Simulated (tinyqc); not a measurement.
Mobility of a non-polar semiconductor in the relaxation-time approximation. Inputs raised by 2 %, one at a time. Computed by tinyqc, a small Python program. Command: `OMP_NUM_THREADS=1 python tinyqc.py 3008814 3008815 out.jsonl rta sens`. One thread of a shared host (Intel(R) Xeon(R) Processor @ 2.30GHz), about 0.03 s of CPU time with the checks.

Each valley is treated as a sphere of mass m_d for states and rates, with one isotropic relaxation time; the conductivity mass m_c sets the current.

Inputs (values chosen for the exercise, modelled on electrons in germanium):

| quantity | value | unit |
|---|---|---|
| longitudinal mass m_l | 1.56 | m_0 |
| transverse mass m_t | 0.084 | m_0 |
| equivalent valleys Z | 4 | - |
| static permittivity eps_s | 16 | - |
| density rho | 5323 | kg/m^3 |
| sound velocity v_l | 5420 | m/s |
| acoustic deformation potential D_A | 11 | eV |
| phonon energy hbar w | 31.1 | meV |
| optical or intervalley deformation potential D_o | 4.3 | 1e8 eV/cm |
| final valleys Z_f | 3 | - |
| carrier density n | 3.8e+16 | 1/cm^3 |
| compensation ratio C | 0.77 | - |
| temperature T | 77 | K |

Band: parabolic. Impurity formula: Brooks-Herring. Further scattering: none.

Constants: k_B = 8.617333262e-05 eV/K; m_0 = 9.1093837015e-31 kg; e = 1.602176634e-19 C; hbar = 1.054571817e-34 J s; eps_0 = 8.8541878128e-12 F/m; k_B = 1.380649e-23 J/K; hbar = 6.582119569e-16 eV s.

Method:
- m_d = (m_l m_t^2)^(1/3); 1/m_c = (1/m_l + 2/m_t)/3; Hall mass factor A = 3 K_m (K_m + 2)/(2 K_m + 1)^2, K_m = m_l/m_t; N_I = n (1 + C)/(1 - C).
- Parabolic band: E = hbar^2 k^2/(2 m), speed v = hbar k/m, states per spin, volume and energy g(E) = m k/(2 pi^2 hbar^2). Here m = m_d. Masses are multiplied by m_0 and all formulas are in SI units.
- The reduced Fermi level eta = E_F/(k_B T) solves n = 2 Z int g f dE with f = 1/(1 + exp(x - eta)) (Z = 1 unless valleys are given); screening length L_s = sqrt(eps_s eps_0 k_B T/(e^2 dn/deta)), dn/deta = 2 Z int g f (1 - f) dE.
- Integrals over x = E/(k_B T) use 160 Gauss-Legendre points in u = sqrt(x) from 0 to sqrt(max(eta, 0) + 32).
- Phonon occupation N_q = 1/(exp(hbar w/(k_B T)) - 1).
- Acoustic deformation potential (elastic, equipartition, absorption and emission together): 1/tau = 2 pi k_B T D_A^2 g(E)/(hbar rho v_l^2).
- Optical or intervalley deformation potential: 1/tau = (pi Z_f D_o^2/(rho w)) [N_q g(E + hbar w) + (N_q + 1) g(E - hbar w)], with g = 0 below the band edge.
- Each optical term is multiplied by (1 - f(E'))/(1 - f(E)), E' the final energy, for Pauli blocking.
- Singly charged impurities, momentum relaxation: 1/tau = N_I e^4 m (1 + 2 alpha E) Phi/(8 pi (eps_s eps_0)^2 hbar^3 k^3), with alpha = 0 for a parabolic band.
- Brooks-Herring: Phi = ln(1 + b) - b/(1 + b), b = 4 k^2 L_s^2.
- mu = (m_d/m_c) (2 Z e/(3 n k_B T)) int g v^2 tau f (1 - f) dE.
- Averages over x are split at the emission threshold x_0 = hbar w/(k_B T): 64 Gauss-Legendre points in sqrt(x) below it and 128 in sqrt(x - x_0) above it, up to x = max(eta, 0) + 32.
- Rates are added at each energy before the average. With <y> = int g v^2 y f (1 - f) dE: Hall factor r_H = A (3 n k_B T/(2 Z m_d)) <tau^2/(1 + 2 alpha E)>/<tau>^2 (alpha = 0 for a parabolic band); Hall mobility r_H mu; |S| = (k_B/e) (<x tau>/<tau> - eta); resistivity 1/(n e mu).

Runs:

| input moved | from | to | drift mobility mu (cm^2/(V s)) | Hall factor r_H | resistivity (ohm cm) | ionised impurity mobility (cm^2/(V s)) |
|---|---|---|---|---|---|---|
| base run | - | - | 1943.6 | 1.0759 | 0.084509 | 2223.8 |
| transverse mass m_t (m_0) | 0.084 | 0.08568 | 1906.6 | 1.0754 | 0.086147 | 2187.1 |
| static permittivity eps_s | 16 | 16.32 | 2002.6 | 1.0736 | 0.082020 | 2300.2 |
| acoustic deformation potential D_A (eV) | 11 | 11.22 | 1937.0 | 1.0738 | 0.084798 | 2223.8 |
| phonon energy hbar w (meV) | 31.1 | 31.722 | 1947.3 | 1.0783 | 0.084346 | 2223.8 |
| optical or intervalley deformation potential D_o (1e8 eV/cm) | 4.3 | 4.386 | 1941.7 | 1.0745 | 0.084592 | 2223.8 |
| temperature T (K) | 77 | 78.54 | 1965.8 | 1.0722 | 0.083556 | 2264.2 |
| compensation ratio C | 0.77 | 0.7854 | 1812.8 | 1.0828 | 0.090606 | 2057.0 |

Exponents ln(y'/y) / ln(x'/x):

| input | drift mobility mu | Hall factor r_H | resistivity | ionised impurity mobility |
|---|---|---|---|---|
| transverse mass m_t | -0.970 | -0.024 | 0.970 | -0.839 |
| static permittivity eps_s | 1.509 | -0.107 | -1.509 | 1.706 |
| acoustic deformation potential D_A | -0.173 | -0.100 | 0.173 | 0.000 |
| phonon energy hbar w | 0.097 | 0.112 | -0.097 | 0.000 |
| optical or intervalley deformation potential D_o | -0.050 | -0.068 | 0.050 | 0.000 |
| temperature T | 0.573 | -0.174 | -0.573 | 0.910 |
| compensation ratio C | -3.518 | 0.323 | 3.518 | -3.937 |

Which inputs matter most for each result?

Among the inputs moved here: drift mobility mu answers most in size to compensation ratio C (exponent -3.518), next to static permittivity eps_s (+1.509). Hall factor r_H answers most in size to compensation ratio C (exponent +0.323), next to temperature T (-0.174). Resistivity answers most in size to compensation ratio C (exponent +3.518), next to static permittivity eps_s (-1.509). Ionised impurity mobility answers most in size to compensation ratio C (exponent -3.937), next to static permittivity eps_s (+1.706); its exponent is below 0.0005 for acoustic deformation potential D_A, phonon energy hbar w, optical or intervalley deformation potential D_o.

Caution (all rows): n is taken as given; at low temperature (in diamond even at 300 K) real dopants can freeze out, which changes n and N_I.
